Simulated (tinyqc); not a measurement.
Worked calculation: plane-wave Kohn-Sham cycle with exchange-only LDA in a layered model solid. One step of it, computed by the program tinyqc.

Problem. Iteration 1: potential. V_H(G) = 4 pi rho(G)/G^2 for G != 0 (uniform background); v_x = -(3 rho/pi)^(1/3); V = V_ext + V_H + v_x; Fourier components f(G_m) = (1/N) sum_j f(x_j) exp(-i G_m x_j).

A solid whose potential varies along x alone (atomic units):

| parameter | value |
|---|---|
| period a | 17.900000 |
| cross-section of the cell | 32.000000 |
| electrons per cell | 2 |
| grid points | 16 |
| plane waves -n..n, n | 2 |
| k points | 1 |
| V1 in V1 cos(2 pi x/a) | -0.790000 |
| V2 in V2 cos(4 pi x/a) | 0.110000 |

density at the start, on the grid x_j = j a/N (e/bohr^3): 0.00349162  0.00349162  0.00349162  0.00349162  0.00349162  0.00349162  0.00349162  0.00349162  0.00349162  0.00349162  0.00349162  0.00349162  0.00349162  0.00349162  0.00349162  0.00349162

Give: Potentials on the grid; V(G_m), m = 0, 1, 2, ....

Solution.

Potentials on the grid (hartree):

| x | V_ext | V_H | v_x | V |
|---|---|---|---|---|
| 0.0000 | -0.6800 | 0.0000 | -0.1494 | -0.8294 |
| 1.1187 | -0.6521 | 0.0000 | -0.1494 | -0.8015 |
| 2.2375 | -0.5586 | 0.0000 | -0.1494 | -0.7080 |
| 3.3563 | -0.3801 | 0.0000 | -0.1494 | -0.5295 |
| 4.4750 | -0.1100 | 0.0000 | -0.1494 | -0.2594 |
| 5.5938 | 0.2245 | 0.0000 | -0.1494 | 0.0751 |
| 6.7125 | 0.5586 | 0.0000 | -0.1494 | 0.4092 |
| 7.8312 | 0.8076 | 0.0000 | -0.1494 | 0.6583 |
| 8.9500 | 0.9000 | 0.0000 | -0.1494 | 0.7506 |
| 10.0687 | 0.8076 | 0.0000 | -0.1494 | 0.6583 |
| 11.1875 | 0.5586 | 0.0000 | -0.1494 | 0.4092 |
| 12.3063 | 0.2245 | 0.0000 | -0.1494 | 0.0751 |
| 13.4250 | -0.1100 | 0.0000 | -0.1494 | -0.2594 |
| 14.5437 | -0.3801 | 0.0000 | -0.1494 | -0.5295 |
| 15.6625 | -0.5586 | 0.0000 | -0.1494 | -0.7080 |
| 16.7812 | -0.6521 | 0.0000 | -0.1494 | -0.8015 |

V(G_m), m = 0, 1, 2, ... (hartree): -0.1494  -0.3950  0.0550  0.0000  0.0000
